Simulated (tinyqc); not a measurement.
# Surface potential of a MOS transistor: implicit equation and explicit approximations: effects of single changes

p-type body, charge-sheet picture, depletion and inversion only, full ionisation (an idealisation for deep acceptors), Boltzmann statistics (rough once Na exp(x - xn) passes about Nc/7). In units of Vt: xg = (Vg - Vfb)/Vt, x = psi/Vt, G = gamma/sqrt(Vt), xn = (2 phiF + Vc)/Vt. The implicit equation is (xg - x)^2 = G^2 [x - 1 + exp(x - xn)] for x above about 3. Cox = eps0 eox/tox.

Values chosen for this exercise; band and dielectric values close to those of silicon:

| symbol | value | unit | meaning |
|---|---|---|---|
| T | 350 | K | temperature |
| Eg | 1.11 | eV | band gap |
| eps_r | 11.9 |  | relative permittivity |
| Nc | 3.5e19 | cm^-3 | conduction-band density of states at T |
| Nv | 3.33e19 | cm^-3 | valence-band density of states at T |
| eox | 9.24 |  | relative permittivity of the gate insulator (close to aluminium oxide) |
| tox | 3.6 | nm | insulator thickness |
| Na | 5.1e17 | cm^-3 | acceptor density |
| Vfb | -0.32 | V | flat-band voltage |
| Vc | 1 | V | channel-body voltage |
| Vg | 2.64 | V | gate-body voltage |

Constants: q = 1.602176634e-19 C, kB = 1.380649e-23 J/K, Vt = kB T/q, eps0 = 8.8541878128e-14 F/cm where lengths are in cm. Results are converted to the units shown.

Each table varies one quantity; the others keep the values above.

## Accuracy of the approximations against gate voltage

ni = sqrt(Nc Nv) exp(-Eg/(2 Vt)), Eg in volts; phiF = Vt ln(Na/ni); gamma = sqrt(2 q eps0 eps_r Na)/Cox; VT = Vfb + Vt (xn + G sqrt(xn - 1)). Depletion value a = 1 + [sqrt(G^2/4 + xg - 1) - G/2]^2; inversion value b = xn + ln[(xg - xn)^2/G^2 - xn + 1] and first guess y = min(a, b) - ln(1 + exp(-|a - b|)) if a > xn + 1, else b = y = a; one second-order correction with D = exp(y - xn), p = 2 (xg - y) + G^2 (1 + D), w = (xg - y)^2 - G^2 (y - 1 + D): z = y + 2 w/(p + sqrt(p^2 - 2 (2 - G^2 D) w)), or the Newton step z = y + w/p where the root is not real. N_inv = (Cox Vt G/q) [sqrt(x - 1 + exp(x - xn)) - sqrt(x - 1)] at the root. Lambert form (Cox m Vt/q) W0[(G/(2 m sqrt(xn - 1))) exp((Vg - VT)/(m Vt))], m = 1 + G/(2 sqrt(xn - 1)). Errors under 1e-4 mV, and the linear form below VT, are printed as 0.

Result of one run:

| Vg (V) | psi (V) | x - xn | error of y (mV) | error of z (mV) | N_inv (cm^-2) | Cox (Vg - VT)/q (cm^-2) | Lambert form (cm^-2) |
|---|---|---|---|---|---|---|---|
| 1.38 | 1.480 | -12.48 | 0 | 0 | 1.238e5 | 0 | 1.054e5 |

What becomes of these results when the gate-body voltage Vg is changed from 1.38 to 2.98 V, all else the same?

Result of the changed run:

| Vg (V) | psi (V) | x - xn | error of y (mV) | error of z (mV) | N_inv (cm^-2) | Cox (Vg - VT)/q (cm^-2) | Lambert form (cm^-2) |
|---|---|---|---|---|---|---|---|
| 2.98 | 2.075 | 7.261 | 10.4 | -0.279 | 1.367e13 | 1.698e13 | 1.415e13 |

The whole series:

| Vg (V) | psi (V) | x - xn | error of y (mV) | error of z (mV) | N_inv (cm^-2) | Cox (Vg - VT)/q (cm^-2) | Lambert form (cm^-2) |
|---|---|---|---|---|---|---|---|
| 1.38 | 1.480 | -12.48 | 0 | 0 | 1.238e5 | 0 | 1.054e5 |
| 1.58 | 1.666 | -6.299 | 3.69e-3 | 0 | 5.610e7 | 0 | 5.253e7 |
| 1.78 | 1.852 | -0.1528 | 1.63 | 0 | 2.475e10 | 0 | 2.480e10 |
| 1.98 | 1.970 | 3.778 | 26.2 | 7.17 | 1.068e12 | 2.792e12 | 1.121e12 |
| 2.18 | 2.012 | 5.145 | 21.6 | -5.57 | 3.282e12 | 5.629e12 | 3.445e12 |
| 2.38 | 2.035 | 5.922 | 16.6 | -1.50 | 5.765e12 | 8.466e12 | 6.027e12 |
| 2.58 | 2.052 | 6.475 | 13.7 | -0.728 | 8.350e12 | 1.130e13 | 8.696e12 |
| 2.78 | 2.065 | 6.906 | 11.8 | -0.427 | 1.099e13 | 1.414e13 | 1.141e13 |
| 2.98 | 2.075 | 7.261 | 10.4 | -0.279 | 1.367e13 | 1.698e13 | 1.415e13 |

psi rises from 1.48 to 2.08 V and ends 7.3 Vt above 2 phiF + Vc. Among the rows the first guess is off by at most 26 mV (at Vg = 1.98 V) and the corrected value by at most 7.2 mV. In the last row the linear form is 24 % above N_inv and the Lambert form 3.5 % above it; in the first row the Lambert form is 15 % below it. For Vg = 1.98, 2.18, 2.38, 2.58, 2.78, 2.98 the electron quasi-Fermi level lies less than 2 Vt below the band edge at the surface, or above it, where degeneracy and confinement, left out, matter.

## Effect of the insulator thickness at fixed gate voltage

Same model as above.

Results:

| tox (nm) | psi (V) | x - xn | error of y (mV) | error of z (mV) | N_inv (cm^-2) | Cox (Vg - VT)/q (cm^-2) | Lambert form (cm^-2) |
|---|---|---|---|---|---|---|---|
| 1.2 | 2.1200 | 8.7397 | 16.6 | -1.59 | 3.2000e13 | 4.3460e13 | 3.4175e13 |
| 1.6 | 2.1036 | 8.1952 | 15.6 | -1.20 | 2.3602e13 | 3.1720e13 | 2.5015e13 |
| 3.1 | 2.0650 | 6.9146 | 13.5 | -0.679 | 1.1049e13 | 1.4678e13 | 1.1530e13 |
| 4.2 | 2.0463 | 6.2972 | 12.8 | -0.558 | 7.4306e12 | 9.9172e12 | 7.7074e12 |
| 5.8 | 2.0251 | 5.5936 | 12.5 | -0.505 | 4.5725e12 | 6.2159e12 | 4.7158e12 |
| 7.9 | 2.0019 | 4.8220 | 13.0 | -0.573 | 2.5564e12 | 3.6332e12 | 2.6239e12 |
| 11 | 1.9681 | 3.7024 | 16.0 | -1.18 | 9.9912e11 | 1.6229e12 | 1.0208e12 |

Estimate the missing row, tox = 2.2 nm.

Computed row:

| tox (nm) | psi (V) | x - xn | error of y (mV) | error of z (mV) | N_inv (cm^-2) | Cox (Vg - VT)/q (cm^-2) | Lambert form (cm^-2) |
|---|---|---|---|---|---|---|---|
| 2.2 | 2.0852 | 7.5856 | 14.5 | -0.900 | 1.6592e13 | 2.2115e13 | 1.7447e13 |

With this row back in the table: As tox goes from 1.2 to 11, psi falls from 2.12 to 1.97 V, x - xn falls from 8.74 to 3.70 and N_inv falls from 3.20e13 to 9.99e11 cm^-2. The Lambert form lies between 1.02 and 1.07 times N_inv. In every row the electron quasi-Fermi level lies less than 2 Vt below the band edge at the surface, or above it, where degeneracy and confinement, left out, matter.

Computed by the program tinyqc: `OMP_NUM_THREADS=1 python tinyqc.py 2122004 2122005 out.jsonl`, one thread of a shared Intel Xeon 2.30GHz, about 0.01 s for the whole run.
